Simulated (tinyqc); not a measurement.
Internal photoemission over an interface barrier: two steps of the calculation.

Electrons are excited from a metal over the barrier Phi(F) = P0 - sqrt(q F/(4 pi eps0 ei)), whose top lies at xm = sqrt(q/(16 pi eps0 ei F)). The yield is Y = A (hv - Phi)^p exp(-xm/l), with A = 1 here.

Values chosen for this exercise; dielectric values close to those of silicon dioxide:
```
symbol  value   unit                              meaning
P0       2.98     eV                barrier at zero field
ei       2.12                    image-force permittivity
l         3.6     nm  scattering length in the image well
F         0.7  MV/cm              field in the dielectric
```

Constants: q = 1.602176634e-19 C, h = 6.62607015e-34 J s, c = 299792458 m/s, eps0 = 8.8541878128e-14 F/cm where lengths are in cm. Results are converted to the units shown.

Question 1. Barrier in the field. Lowering P0 - Phi, barrier, position of its top, scattering factor and threshold wavelength.

Give: lowering; Phi; xm; exp(-xm/l); threshold wavelength h c/(q Phi).

Answer 1.

lowering = 218.05 meV
Phi = 2.7619 eV
xm = 1.5575 nm
exp(-xm/l) = 0.64879
threshold wavelength h c/(q Phi) = 448.90 nm

Question 2. Threshold from a spectrum. The yields were made at this field. Fit Y^(1/n) on hv by least squares for n = 2 and n = 3; the zero of the line is the threshold.

hv, point 0 to 5 (eV): [2.91, 3.04, 3.17, 3.3, 3.43, 3.56]
Y, point 0 to 5: [0.01422, 0.05016, 0.108, 0.1878, 0.2896, 0.4132]

Give: Y^(1/2); Y^(1/3); threshold for n = 2; threshold for n = 3.

Answer 2.

Y^(1/2), point 0 to 5: [0.11925, 0.22396, 0.32863, 0.43336, 0.53814, 0.64281]
Y^(1/3), point 0 to 5: [0.24227, 0.36880, 0.47622, 0.57266, 0.66161, 0.74482]
threshold for n = 2 = 2.7620 eV
threshold for n = 3 = 2.5683 eV

Program tinyqc, `OMP_NUM_THREADS=1 python tinyqc.py 2410034 2410035 out.jsonl`; Intel Xeon 2.30GHz, shared host, one thread, about 0.01 s.
